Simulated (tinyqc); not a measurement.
Single-band model of a thermoelectric material: one step, computed by the program tinyqc. Command: `OMP_NUM_THREADS=1 python tinyqc.py 3023399 3023400 out.jsonl thermo walk`. One thread of a shared host (Intel(R) Xeon(R) Processor @ 2.30GHz), about 0.01 s of CPU time with the checks.

One spherical band, one scattering law, no minority carriers and no phonon drag. In a real material minority carriers limit |S| to about E_g/(2 e T), so larger values are formal. eta = E_F/(k_B T) is counted from the band edge; f = 1/(1 + exp(x - eta)).

Question. Coefficients. sigma = e mu_0 N_0 <s> with mu_0 = e tau_0/m = mu_300 (T/300 K)^(-p); |S| = (k_B/e)(<x s>/<s> - eta); Lorenz number L = (k_B/e)^2 (<x^2 s>/<s> - (<x s>/<s>)^2); kappa_e = L sigma T; zT = S^2 sigma T/(kappa_L + kappa_e). Hall factor r_H = <G^(3/2)> <G^(3/2 + 2r)/D^4>/<s>^2; drift mobility sigma/(n e) with n = N_0 <G^(3/2)>; power factor S^2 sigma.

Inputs (values chosen for the exercise, for a model material):

| quantity | value | unit |
|---|---|---|
| mobility parameter mu_300 | 350 | cm^2/(V s) |
| temperature exponent p | 1 | - |
| lattice thermal conductivity kappa_L | 5.2 | W/(m K) |
| temperature T | 660 | K |

Band: parabolic. Scattering: constant relaxation time, r = 0.

N_0 = 1.246665e+20 1/cm^3

<s> = 1.443852

<x s> = 4.289140

reduced Fermi level eta = 0.4609853

<x^2 s> = 16.50810

<G^(3/2)> = 1.443852

<G^(3/2 + 2r)/D^4> = 1.443852

Constants: e = 1.602176634e-19 C; k_B = 8.617333262e-05 eV/K.

Give: conductivity sigma; Seebeck coefficient |S|; Lorenz number L; drift mobility; Hall factor r_H; power factor; kappa_e; zT.

Answer.

conductivity sigma = 4588.1 S/cm

Seebeck coefficient |S| = 216.26 microvolt/K

Lorenz number L = 1.9372 1e-8 V^2/K^2

drift mobility = 159.09 cm^2/(V s)

Hall factor r_H = 1

power factor = 214.58 microwatt/(cm K^2)

kappa_e = 5.8662 W/(m K)

zT = 1.2798

L is 79 % of the degenerate value pi^2/3 (k_B/e)^2 = 2.443; the classical limit for this r is (r + 5/2)(k_B/e)^2 = 1.856. The charge carriers transport 53 % of the heat.
